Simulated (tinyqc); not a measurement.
Double-gate transistor, scale length and short-channel effects: course of the iteration: decay constant by Newton steps.

A body of thickness ts between two insulators of thickness ti and two tied gates. Below threshold the potential that source and drain add obeys Laplace's equation and vanishes on the gate. Its lowest mode decays along the channel as exp(-k y); k is the smallest positive root of the matching condition at the interface, and the scale length is Lambda = pi/k.

f(k) = ei cos(k ti) cos(k ts/2) - eps_r sin(k ti) sin(k ts/2); f' by a central difference with +/- 1e-5 1/nm; k(new) = k - f/f'.

Stop when k changes by less than 1e-10 1/nm, or after 30 iterations. The rule counts as met only at the smallest positive root.

Parameters, values chosen for the exercise; permittivities: semiconductor made up, insulator close to that of zirconium oxide:

| symbol | value | unit | meaning |
|---|---|---|---|
| eps_r | 17.4 |  | relative permittivity of the semiconductor |
| ei | 25 |  | relative permittivity of the insulator |
| ti | 1.8 | nm | insulator thickness |
| ts | 5.8 | nm | body thickness |

k at the start = 0.628 1/nm

Course of the iteration:

| iteration | k (1/nm) | \|change\| (1/nm) |
|---|---|---|
| 1 | -0.204836 | 0.833 |
| 2 | -0.396039 | 0.191 |
| 3 | -0.368999 | 0.0270 |
| 4 | -0.369404 | 4.05e-4 |
| 5 | -0.369404 | 5.94e-8 |
| 6 | -0.369404 | < 1e-13 |

Did this iteration meet its convergence test, and what does its course show?

No. The steps settle after 6 iterations, but on k = -0.3694 1/nm, which is not the smallest positive root, so the wanted result is missed. A rerun from k = 0.385 1/nm, next to the first change of sign of f, gives 0.3694 1/nm.

Numbers from tinyqc (`OMP_NUM_THREADS=1 python tinyqc.py 2420093 2420094 out.jsonl`; about 0.01 s on one thread of a shared Intel Xeon 2.30GHz).
